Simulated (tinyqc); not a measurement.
# MOSFET in saturation, small-signal circuit and noise: several studies

Bias by the inversion coefficient IC = I/Ispec (charge-based model with velocity saturation; weak inversion below 0.1, strong above 10). Common-source circuit: gm, gds, Cgs, Cgd and Cj at the inner nodes, Rg in series with the gate; quasi-static, no source or drain resistance, no gate-body capacitance, no substrate network, no induced gate noise, so fmax is an upper estimate.

Inputs (values chosen for the exercise): temperature T = 300 K; gate length L = 180 nm; total gate width W = 20 um; gate capacitance Cox = 0.78 uF/cm^2; mobility mu = 130 cm^2/(V s); slope factor n = 1.34; velocity-saturation length Ls = 20 nm; ratio gds/gm sg = 0.033; overlap and fringe capacitance per side Cov = 0.31 fF/um; drain junction capacitance Cj = 0.9 fF/um; sheet resistance of the gate Rsh = 15 ohm; finger width Wf = 1 um; gate contact and vertical resistance Rc = 300 ohm um; inversion coefficient IC = 1.6; short-channel excess of the noise factor gw = 0.11; oxide trap density Nt = 4.3e17 cm^-3 eV^-1; tunnelling length into the oxide lt = 0.1 nm; Coulomb scattering coefficient ac = 10000 V s/C.

Constants: q = 1.602176634e-19 C, kB = 1.380649e-23 J/K, Vt = kB T/q. Results are converted to the units shown.

Each table varies one quantity; the others keep the values above.

## Effect of the overlap and fringe capacitance per side on speed and noise

Ispec = 2 n mu Cox (W/L) Vt^2, lc = Ls/L, gms = [sqrt((lc IC + 1)^2 + 4 IC) - 1]/[2 + lc (lc IC + 1)], gm = gms Ispec/(n Vt), gds = sg gm. qs = [sqrt(1 + 4 IC) - 1]/2, Cgs = Cox W L qs (2 qs + 3)/(3 (qs + 1)^2) + Cov W, Cgd = Cov W, Cd = Cj W, Rg = Rsh (Wf/L)/(12 Nf) + Rc/W with Nf = W/Wf fingers (not rounded) contacted at both ends. fT = gm/(2 pi (Cgs + Cgd)), fmax = fT/(2 sqrt(Rg (gds + 2 pi fT Cgd))). Channel noise Sid = 4 kB T gam n gm with gam = (1/2 + (2/3) qs)/(1 + qs) + gw lc IC, qs = [sqrt(1 + 4 IC) - 1]/2, lc = Ls/L (the last term an empirical rise with velocity saturation); at the gate, white noise Sw = Sid/gm^2 + 4 kB T Rg. Number fluctuation with correlated mobility: S(f) = K/f, K = q^2 Vt lt Nt/(W L Cox^2) (1 + ac mu Cox I/gm)^2, Vt in eV with Nt per eV. Corner fc = K/Sw. IC is held fixed.

The same in every row: I (uA) = 32.29; Rg (ohm) = 15.35; sqrt(Sw) (nV/Hz^0.5) = 5.226; fc (MHz) = 5.429.

Results:
```
Cov (fF/um)	fT (GHz)	fmax (GHz)
0.05	6.001	104.4
0.15	4.587	57.80
0.25	3.713	41.12
0.35	3.118	32.14
0.55	2.362	22.51
0.65	2.107	19.60
```

Estimate the missing row, Cov = 0.45 fF/um.

Computed row:
```
Cov (fF/um)	fT (GHz)	fmax (GHz)
0.45	2.688	26.46
```

With this row back in the table: As Cov goes from 0.05 to 0.65 fF/um, fT falls from 6.00 to 2.11 GHz, fmax falls from 104 to 19.6 GHz, the white noise stays at 5.23 nV/Hz^0.5 and the corner stays at 5.43 MHz. In every row fmax exceeds 4 fT, where channel resistance and substrate losses, left out here, would cap it.

## Integrated noise against bandwidth

Same model as above.

Corner fc = K/Sw. Mean square from f1 = 1 Hz to B: Sw (B - f1) + K ln(B/f1).

Result of one run:
```
B (Hz)	spot noise at B (nV/Hz^0.5)	white part (uV rms)	1/f part (uV rms)	total (uV rms)
10000	121.89	0.52260	36.957	36.961
```

What becomes of these results when the upper band edge B is changed from 10000 to 1e6 Hz, all else the same?

Result of the changed run:
```
B (Hz)	spot noise at B (nV/Hz^0.5)	white part (uV rms)	1/f part (uV rms)	total (uV rms)
1e6	13.252	5.2263	45.263	45.564
```

The whole series:
```
B (Hz)	spot noise at B (nV/Hz^0.5)	white part (uV rms)	1/f part (uV rms)	total (uV rms)
1000	385.13	0.16519	32.006	32.006
10000	121.89	0.52260	36.957	36.961
1e5	38.862	1.6527	41.320	41.353
1e6	13.252	5.2263	45.263	45.564
1e7	6.4918	16.527	48.890	51.608
1e8	5.3663	52.263	52.266	73.913
1e9	5.2404	165.27	55.436	174.32
```

The 1/f part adds the same power, K ln 10, in each decade and grows only from 32.0 to 55.4 uV; the white part grows as sqrt(B). It overtakes the 1/f part by B = 1e9 Hz among the rows, above the corner fc = 5.43e6 Hz of the spot noise.

## Effect of the finger width on speed and noise

Same model as above.

Corner fc = K/Sw. IC is held fixed.

The same in every row: I (uA) = 32.29; fT (GHz) = 3.332.

Effect of the finger width on speed and noise:
```
Wf (um)	Rg (ohm)	fmax (GHz)	sqrt(Sw) (nV/Hz^0.5)	fc (MHz)
0.25	15.02	35.58	5.226	5.430
0.5	15.09	35.50	5.226	5.430
1	15.35	35.20	5.226	5.429
2	16.39	34.06	5.228	5.426
4	20.56	30.41	5.235	5.412
8	37.22	22.60	5.261	5.358
```

As Wf goes from 0.25 to 8 um, fT stays at 3.33 GHz, fmax falls from 35.6 to 22.6 GHz, the white noise rises from 5.23 to 5.26 nV/Hz^0.5 and the corner falls from 5.43 to 5.36 MHz. The finger width leaves fT alone and acts through Rg, whose sheet part goes as Wf^2. In every row fmax exceeds 4 fT, where channel resistance and substrate losses, left out here, would cap it.

## Gains against frequency

Inner admittances at w = 2 pi f: y11 = i w (Cgs + Cgd), y12 = -i w Cgd, y21 = gm - i w Cgd, y22 = gds + i w (Cgd + Cd). Invert to Z, add Rg to Z11 and invert back to Y. |h21| = |Y21/Y11|; U = |Y21 - Y12|^2/(4 [Re Y11 Re Y22 - Re Y12 Re Y21]). MSG = |Y21/Y12|; stability factor k = [2 Re Y11 Re Y22 - Re(Y12 Y21)]/|Y12 Y21|.

The same in every row: f sqrt(U) (GHz) = 35.20.

Gains against frequency:
```
f (GHz)	|h21| (dB)	U (dB)	MSG (dB)	k
0.033	40.08	60.56	25.81	0.002794
0.062	34.61	55.08	23.07	0.005248
0.12	28.87	49.35	20.20	0.01016
0.22	23.61	44.08	17.57	0.01862
0.41	18.20	38.67	14.87	0.03469
0.76	12.85	33.31	12.19	0.06422
1.4	7.584	28.01	9.557	0.1178
2.7	2.022	22.30	6.776	0.2235
```

What does the table show?

Over the table |h21| falls by 19.9 dB a decade, U by 20.0 and MSG by 9.95. The product f sqrt(U) stays at 35.2 GHz, against fmax = 35.2 GHz from the formula. k stays below one in all rows, so the device is only conditionally stable. In every row fmax exceeds 4 fT, where channel resistance and substrate losses, left out here, would cap it.

tinyqc, about 0.01 s, one thread, Intel Xeon 2.30GHz (shared host): `OMP_NUM_THREADS=1 python tinyqc.py 2150115 2150116 out.jsonl`
